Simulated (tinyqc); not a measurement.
Level against strength of the defect: Koster-Slater impurity in an sp3s* host.

sp3s* tight binding, nearest neighbours only: anion (a) at 0, cation (c) at a/4 (1,1,1), orbitals s, px, py, pz, s* on each; k in units of 2 pi/a. With phases e_j = exp(i (pi/2) k.n_j) for n = (1,1,1), (1,-1,-1), (-1,1,-1), (-1,-1,1): g0 = (e1+e2+e3+e4)/4, g1 = (e1+e2-e3-e4)/4, g2 = (e1-e2+e3-e4)/4, g3 = (e1-e2-e3+e4)/4. The diagonal holds the levels Esa, Epa, Exa (s*) and Esc, Epc, Exc. Anion-cation block: <sa|sc> = Vss g0; <sa|xc> = Vsapc g1; <xa|sc> = -Vscpa g1; <xa|xc> = Vxx g0; <xa|yc> = <ya|xc> = Vxy g3, <xa|zc> = <za|xc> = Vxy g2, <ya|zc> = <za|yc> = Vxy g1; <s*a|xc> = Vxapc g1; <xa|s*c> = -Vpaxc g1; y and z take g2 and g3 in place of g1; s-s* and s*-s* vanish.

A defect on a cation site (c) shifts the s level there by Vs or the three p levels by Vp and leaves the rest. A level in the gap solves 1/Vs = G_s(E) (symmetry A1) or 1/Vp = G_p(E) (T2, threefold), with G(E) = (1/N^3) sum over k and bands of w/(E - e), where w is the weight of the state on the s orbital of that site, or the mean weight on its px, py, pz. Mesh: k = f1 (-1,1,1) + f2 (1,-1,1) + f3 (1,1,-1), f = (j + 1/2)/N, j = 0 to N - 1. Energies from the top of the valence band at Gamma; the s* orbital of the site is left as it is. An infinite shift removes the s or p orbitals, the model of the ideal vacancy: G(E) = 0.

Parameters, chosen for this exercise (out of a larger set: near a published set for Si; not measured data): p = (-4.227, 1.713, -4.227, 1.713, 6.735, 6.735, -8.31, 1.725, 4.592, 5.73, 5.73, 5.398, 5.398) eV (order Esa, Epa, Esc, Epc, Exa, Exc, Vss, Vxx, Vxy, Vsapc, Vscpa, Vxapc, Vpaxc); N = 4 (mesh).

Eg (smallest gap of the host) = 1.18048 eV

A dash: no level in the gap from 0 to Eg. The last row is the ideal vacancy.

Levels (eV above the valence band):
```
shift (eV)     A1     T2
-40             -  0.666
-20             -  0.802
-12         0.151  0.949
-8          0.523  1.079
-5          0.901      -
-3          1.174      -
+3              -      -
+5              -      -
+8              -      -
+12             -  0.056
+20             -  0.216
+40             -  0.361
vacancy         -  0.516
```

A1: a level lies in the gap for the attractive shifts -3, -5, -8 and -12 eV, and no repulsive one does; G has no zero in the gap, so there is no vacancy level there and a strong enough shift drives the level out through the far edge. T2: a level lies in the gap for the attractive shifts -8, -12, -20 and -40 eV and for the repulsive +12, +20 and +40 eV; both branches tend to the vacancy level, 0.516 eV, which pins them. A level passes the edges where the shift equals 1/G, a value that is sensitive to the mesh there: on this one 1/G(0) = -14.2 and 1/G(Eg) = -2.9 eV for s, 10.2 and -5.6 eV for p.

Run: tinyqc, `OMP_NUM_THREADS=1 python tinyqc.py 1450542 1450543 out.jsonl`; Intel(R) Xeon(R) Processor @ 2.30GHz, one thread, shared host; about 0.01 s of CPU time with all checks.
